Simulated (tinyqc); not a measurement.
Worked calculation: pair of shallow donors (hydrogen-like orbitals). Values are carried at full precision from step to step, so a last printed digit may differ when a step is redone from the rounded ones.

Each donor has the orbital exp(-r/a); energy unit Ha* = q/(eps a), q = e^2/(4 pi eps0), so that a lone donor is bound by Ha*/2; x = R/a. One electron: S = (1 + x + x^2/3) exp(-x), j = 1/x - (1 + 1/x) exp(-2x), k = (1 + x) exp(-x); levels E(+/-) = -1/2 - (j +/- k)/(1 +/- S) in Ha*, without the repulsion of the ions, split by D = |E(-) - E(+)|.

Constants: e^2/(4 pi eps0) = 14.39964547 eV angstrom; hbar = 6.58211957e-16 eV s.

Values chosen for the exercise (near those of two donors in GaAs; shifted at random, so the results belong to these values and not to a real crystal): a = 94.1 angstrom (orbital radius); eps = 12.7 (dielectric constant); R = 552 angstrom (separation); dV = 0.37 D (detuning between the donors, in units of D).

## Distance and integrals

Give Ha*, R, x, S, j, k.

Ha* = 12.049 meV
R = 552.00 angstrom
x = 5.8661

S, j, k: 0.05196  0.17046  0.01946

## One electron on two donors

Give both levels, the splitting D = |E(-) - E(+)| and the tunnelling frequency D/(2 pi hbar).

E(+), E(-) (meV): -8.200  -7.944

D = 0.2561 meV
frequency = 61.93 GHz

The second ion deepens the mean level by 2.05 meV, against Ha*/x = 2.05 meV for a point charge.

## Detuning by a gate

Two-level picture for one electron: with detuning u = dV D the splitting is sqrt(D^2 + u^2) and the lower state has weight (1 + u/sqrt(D^2 + u^2))/2 on the lower donor; the field needed is u/(e R), 1 meV/angstrom = 100 kV/cm.

splitting = 0.2731 meV
weight = 0.674
field = 0.0172 kV/cm

## Two electrons and exchange

Two electrons, Heitler-London: with S' = (1 - x + x^2/3) exp(x), C = 1/x - exp(-2x)(1/x + 11/8 + 3x/4 + x^2/6), X = (1/5){exp(-2x)(25/8 - 23x/4 - 3x^2 - x^3/3) + (6/x)[S^2 (0.5772157 + ln x) + S'^2 Ei(-4x) - 2 S S' Ei(-2x)]}, Q = C - 2j + 1/x and A = X - 2 S k + S^2/x, the singlet and triplet lie at (Q +/- w A)/(1 +/- w S^2) from two lone donors, with the valley weight w = 1 (one valley); the exchange is J = triplet - singlet.

Give C, X, Q, A and J.

C, X, Q, A (Ha*): 0.1704  0.001002  -7.500e-05  -0.0005604

J = 13.5 micro-eV

A swap of the two spins takes pi hbar/J = 0.153 ns (hbar = 6.58212e-16 eV s). Against the one-electron splitting D = 0.256 meV, J/D = 0.053: exchange needs both electrons to tunnel and falls as exp(-2x), D as exp(-x).

## Checks

- Heitler-London binding at x = 1.6425 against the known 0.1160 hartree: both 0.1160.
- Overlap S by quadrature in spheroidal coordinates against the formula: both 0.05196.

tinyqc: `OMP_NUM_THREADS=1 python tinyqc.py 1251718 1251719 out.jsonl`; about 0.01 s, one thread, shared Intel(R) Xeon(R) Processor @ 2.30GHz.
